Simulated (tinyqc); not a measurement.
Length of a polyene: Hueckel, PPP and singles CI along the polyenes. Computed by the program tinyqc. Hueckel uses the same beta without repulsion; CIS keeps all single excitations and so misses the low, doubly excited 2Ag state. W is the valence ionisation energy of a centre, MN the Mataga-Nishimoto formula, f the oscillator strength.

All-trans chains of carbon centres 1.40 angstrom apart:
```
parameter,value
"beta (eV), times 1 +/- alternation",-2.670000
alternation,0.050000
W (eV),11.160000
gamma_rr (eV),11.440000
repulsion formula,Ohno
```

Gaps and excitations (eV):
```
centres,Hueckel gap,PPP orbital gap,bright singlet (CIS),f,lowest triplet (CIS)
2,5.607,13.256,7.503,0.643,3.711
4,3.618,10.396,5.788,1.196,2.565
6,2.711,8.949,4.802,1.677,2.020
8,2.198,8.085,4.173,2.107,1.722
10,1.869,7.520,3.743,2.496,1.543
12,1.641,7.126,3.434,2.855,1.427
```

What does the comparison show, and why?

The Hueckel gap tends to 4 x alternation x |beta| = 0.53 eV for long chains. Exchange opens the PPP orbital gap, and the attraction of electron and hole brings the bright state 3.69 eV below it at 12 centres; the triplet lies 2.01 eV lower still.
